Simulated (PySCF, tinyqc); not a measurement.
Orbital energy against energy difference: ionisation energy by orbital energies and by energy differences in the 6-31g* basis, for Be, spin multiplicity 1. Computed by the program tinyqc with PySCF. The cation is unrestricted; errors are against CCSD(T) in this basis, not against experiment.

Geometry (angstrom):
```
atom       x       y       z
Be    0.0000  0.0000  0.0000
```

CCSD(T) difference in the same basis = 9.1884 eV

IP-EOM-CCSD = 9.1901 eV

First vertical ionisation energy (eV):
```
method     -e(HOMO)  E(cation) - E  error of -e(HOMO)  error of the difference
HF           8.1987       7.928128            -0.9897                  -1.2602
LDA          5.3276       8.941187            -3.8607                  -0.2472
PBE          5.3770       8.940218            -3.8113                  -0.2481
B3LYP        6.0898       9.049259            -3.0986                  -0.1391
PBE0         6.2784       8.909382            -2.9099                  -0.2790
CAM-B3LYP    7.4693       9.046887            -1.7190                  -0.1415
LC-wPBE      8.7669       8.978338            -0.4215                  -0.2100
```

What does the comparison show, and why?

Koopmans errs by -0.99 eV and Delta-HF by -1.26 eV: relaxation, 0.27 eV, lowers the value and the missing correlation difference works against it. The PBE level is off by -3.8 eV through the wrong tail of its potential, though its energy difference is off by -0.25 eV; exact exchange deepens the level, and among the orbital energies LC-wPBE comes closest; among the differences B3LYP does. The restricted reference is unstable here: a spin-polarised solution lies 0.0006 hartree lower (PySCF), so results built on it describe a poor reference.
